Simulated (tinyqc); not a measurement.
Spectrum around the optical phonon: single-oscillator infrared dielectric function of a polar cubic crystal. Computed by tinyqc, a small Python program. Command: `OMP_NUM_THREADS=1 python tinyqc.py 3014556 3014557 out.jsonl infrared walk`. One thread of a shared host (Intel(R) Xeon(R) Processor @ 2.30GHz), about 0.01 s of CPU time with the checks.

One ion pair, charges +Z* and -Z*, in a cell of volume Omega = a^3/4. Frequencies omega are given as wavenumbers (1/cm); eps_s is the static dielectric constant.

Inputs (values chosen for the exercise, modelled on sodium chloride):
```
quantity,value,unit
lattice constant a,5.64,angstrom
mass M_A,22.99,u
mass M_B,35.45,u
omega_TO,165,1/cm
Born charge Z*,1.14,e
eps_inf,2.29,-
phonon damping gamma,6.9,1/cm
```

Structure: rock salt. Free carriers: absent.

Constants: nu for 1 eV/(angstrom^2 u) = 15.6333042 THz; 1 THz = 33.35640952 1/cm; e^2/(4 pi eps_0) = 14.39964548 eV angstrom.

Method:
- mu = M_A M_B/(M_A + M_B); ionic plasma term W^2 = 4 pi Z*^2 (e^2/(4 pi eps_0))/(Omega mu) in eV/(angstrom^2 u), turned into 1/cm by W = 15.6333042 x 33.35640952 x sqrt(W^2); omega_LO^2 = omega_TO^2 + W^2/eps_inf; eps_s = eps_inf + W^2/omega_TO^2; Szigeti charge 3 Z*/(eps_inf + 2); longitudinal (Callen) charge Z*/eps_inf.
- eps(omega) = eps_inf + W^2/(omega_TO^2 - omega^2 - i gamma omega); n + i k = sqrt(eps) with k >= 0; R = |(n + i k - 1)/(n + i k + 1)|^2 at normal incidence from vacuum.
- The loss function is Im(-1/eps).

omega_LO = 268.086 1/cm

W = 319.746 1/cm

Spectrum:
```
omega (1/cm),Re eps,Im eps,R,Im(-1/eps)
82.5,7.2931,0.13948,0.21124,0.0026214
140,15.486,1.6718,0.35548,0.0068907
160,45.337,29.245,0.59180,0.010048
165,2.29,89.800,0.73998,0.011129
191,-8.5360,1.5414,0.89696,0.020487
217,-2.8278,0.38577,0.88788,0.047361
247,-0.72852,0.15228,0.81532,0.27490
268,0.0015676,0.094885,0.42738,10.536
273,0.13214,0.085928,0.20656,3.4586
284,0.37913,0.070082,0.056776,0.47146
308,0.77998,0.047445,0.0040232,0.077700
402,1.5295,0.015698,0.011211,0.0067094
670,2.0476,0.0026578,0.031425,6.3394e-04
```

What does the comparison show, and why?

R peaks among these rows at 191 per cm with 0.90 and is lowest, 0.004, at 308; far above omega_LO it tends to ((sqrt(eps_inf) - 1)/(sqrt(eps_inf) + 1))^2 = 0.042. Im eps is largest at 165 and the loss function at 268: absorption marks the TO mode and the loss function the LO mode. Re eps is negative in some rows, where R averages 0.87.

Extremes, crossings and ranges named in words are read from the listed rows.
